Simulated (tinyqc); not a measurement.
# Short-channel transistor, virtual-source model with series resistance, step by step

Program tinyqc, `OMP_NUM_THREADS=1 python tinyqc.py 2380088 2380089 out.jsonl`; Intel Xeon 2.30GHz, shared host, one thread, about 0.01 s. Printed values are rounded.

The current per gate width is the charge at the top of the source barrier (the virtual source) times its velocity times a saturation function; al and be are fitting constants of the model. Units: I in uA/um, Rs in ohm um, so I Rs = 1e-6 I Rs in volts; Q in uC/cm^2, so I = 1e-4 Q vx0 Fsat with vx0 in cm/s.

Values chosen for this exercise:
- T = 400 K (temperature)
- Cinv = 2.35 uF/cm^2 (inversion capacitance)
- vx0 = 5.9e6 cm/s (velocity at the virtual source)
- mu = 1400 cm^2/(V s) (apparent mobility)
- L = 130 nm (channel length)
- VT0 = 0.309 V (threshold at zero drain voltage)
- dl = 0.064 V/V (drain-induced barrier lowering)
- n0 = 1.43 (subthreshold factor)
- nd = 0.1 1/V (growth of n with drain voltage)
- al = 3.5 (threshold shift (in units of Vt) from weak to strong inversion)
- be = 1.8 (sharpness of saturation)
- Rs = 200 ohm um (series resistance of each contact)
- Vgs = 0.48 V (gate voltage)
- Vds = 0.25 V (drain voltage)

Constants: q = 1.602176634e-19 C, kB = 1.380649e-23 J/K, Vt = kB T/q. Results are converted to the units shown.

## Iteration 1: current through the series resistance

I at the start = 0 uA/um

Intrinsic voltages Vg' = Vgs - I Rs, Vd' = Vds - 2 I Rs. n = n0 + nd Vd', VT = VT0 - dl Vd', Ff = 1/(1 + exp((Vg' - VT + al Vt/2)/(al Vt))), Q = Cinv n Vt ln(1 + exp((Vg' - VT + al Vt Ff)/(n Vt))), Vdsat = (vx0 L/mu)(1 - Ff) + Vt Ff, Fsat = u/(1 + u^be)^(1/be) with u = Vd'/Vdsat, and I(out) = Q vx0 Fsat per width. (Fsat takes the sign of u.) I(new) = I + 0.3 (I(out) - I).

Vg' = 0.48 V
Vd' = 0.25 V
VT = 0.293 V
Ff = 0.1140491
Q = 0.4739170 uC/cm^2
Vdsat = 0.05246865 V
Fsat = 0.9680501
I(out) = 270.6775 uA/um
I after iteration 1 = 81.20325 uA/um

## Iteration 2: current through the series resistance

As before.

Vg' = 0.4637594 V
Vd' = 0.2175187 V
VT = 0.2950788 V
Ff = 0.1303142
Q = 0.4362595 uC/cm^2
Vdsat = 0.05213820 V
Fsat = 0.9598984
I(out) = 247.0712 uA/um
I after iteration 2 = 130.9636 uA/um

## Course of the iteration: current through the series resistance

Stop when I changes by less than 1e-7 uA/um, or after 80 iterations.

Course of the iteration:

| iteration | I (uA/um) | \|change\| (uA/um) |
|---|---|---|
| 1 | 81.20325 | 81.2 |
| 2 | 130.9636 | 49.8 |
| 3 | 161.4499 | 30.5 |
| 4 | 180.1168 | 18.7 |
| 5 | 191.5396 | 11.4 |
| 6 | 198.5261 | 6.99 |
| 7 | 202.7977 | 4.27 |
| 8 | 205.4087 | 2.61 |
| 9 | 207.0044 | 1.60 |
| ... | ... | ... |
| 35 | 209.5115 | 4.37e-6 |
| 36 | 209.5115 | 2.67e-6 |
| 37 | 209.5115 | 1.63e-6 |
| 38 | 209.5115 | 9.96e-7 |
| 39 | 209.5115 | 6.09e-7 |
| 40 | 209.5115 | 3.72e-7 |
| 41 | 209.5115 | 2.27e-7 |
| 42 | 209.5115 | 1.39e-7 |
| 43 | 209.5115 | 8.48e-8 |

Converged in 43 iterations. At the end each change is about 0.61 times the one before: linear convergence.

## What the series resistance costs

converged I = 209.5115 uA/um
I0 = 270.6775 uA/um

Intrinsic voltages Vg' = Vgs - I Rs, Vd' = Vds - 2 I Rs. n = n0 + nd Vd', VT = VT0 - dl Vd', Ff = 1/(1 + exp((Vg' - VT + al Vt/2)/(al Vt))), Q = Cinv n Vt ln(1 + exp((Vg' - VT + al Vt Ff)/(n Vt))), Vdsat = (vx0 L/mu)(1 - Ff) + Vt Ff, Fsat = u/(1 + u^be)^(1/be) with u = Vd'/Vdsat, and I = Q vx0 Fsat per width. I0 is the current for Rs = 0. Effective velocity I/Q; transit time L Q/I.

loss against I0 = 22.59738 %
effective velocity = 5.535795e6 cm/s
transit time = 2.348353 ps

The carriers leave the virtual source at 93.8 % of vx0: the device is in saturation.
